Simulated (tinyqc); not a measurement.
# Short-channel transistor, virtual-source model with series resistance: supply voltage at a fixed off current

The current per gate width is the charge at the top of the source barrier (the virtual source) times its velocity times a saturation function; al and be are fitting constants of the model. Units: I in uA/um, Rs in ohm um, so I Rs = 1e-6 I Rs in volts; Q in uC/cm^2, so I = 1e-4 Q vx0 Fsat with vx0 in cm/s.

Intrinsic voltages Vg' = Vgs - I Rs, Vd' = Vds - 2 I Rs. n = n0 + nd Vd', VT = VT0 - dl Vd', Ff = 1/(1 + exp((Vg' - VT + al Vt/2)/(al Vt))), Q = Cinv n Vt ln(1 + exp((Vg' - VT + al Vt Ff)/(n Vt))), Vdsat = (vx0 L/mu)(1 - Ff) + Vt Ff, Fsat = u/(1 + u^be)^(1/be) with u = Vd'/Vdsat, and I = Q vx0 Fsat per width. I is solved self-consistently. For each supply Vdd, VT0 is set so that I(Vgs = 0, Vds = Vdd) = 10 nA/um; Ion = I(Vdd, Vdd); C = Cinv L + 0.47 fF/um of parasitic capacitance; delay C Vdd/Ion, energy C Vdd^2.

Inputs (values chosen for the exercise): temperature T = 350 K; inversion capacitance Cinv = 1.3 uF/cm^2; velocity at the virtual source vx0 = 1.71e7 cm/s; apparent mobility mu = 510 cm^2/(V s); channel length L = 90 nm; drain-induced barrier lowering dl = 0.046 V/V; subthreshold factor n0 = 1.49; growth of n with drain voltage nd = 0.1 1/V; threshold shift (in units of Vt) from weak to strong inversion al = 3.5; sharpness of saturation be = 1.4; series resistance of each contact Rs = 90 ohm um.

Constants: q = 1.602176634e-19 C, kB = 1.380649e-23 J/K, Vt = kB T/q. Results are converted to the units shown.

Results:

| Vdd (V) | VT0 (V) | Ion (uA/um) | delay (ps) | energy (fJ/um) |
|---|---|---|---|---|
| 0.4 | 0.5480 | 21.87 | 29.99 | 0.2624 |
| 0.5 | 0.5560 | 71.07 | 11.54 | 0.4100 |
| 0.6 | 0.5639 | 159.9 | 6.155 | 0.5904 |
| 0.7 | 0.5717 | 280.2 | 4.097 | 0.8036 |
| 0.8 | 0.5795 | 420.6 | 3.120 | 1.050 |
| 1 | 0.5951 | 732.8 | 2.238 | 1.640 |
| 1.1 | 0.6028 | 897.3 | 2.011 | 1.984 |

Estimate the missing row, Vdd = 0.9 V.

Computed row:

| Vdd (V) | VT0 (V) | Ion (uA/um) | delay (ps) | energy (fJ/um) |
|---|---|---|---|---|
| 0.9 | 0.5873 | 573.0 | 2.576 | 1.328 |

With this row back in the table: The VT0 needed rises from 0.548 to 0.603 V and Ion rises from 21.9 to 897 uA/um. The delay falls from 30.0 to 2.01 ps, while the energy grows as Vdd^2. Going from 0.4 to 0.5 V changes the delay by -62 %, going from 1 to 1.1 V by -10 %.

Computed by the program tinyqc: `OMP_NUM_THREADS=1 python tinyqc.py 2380109 2380110 out.jsonl`, one thread of a shared Intel Xeon 2.30GHz, about 0.02 s for the whole run.
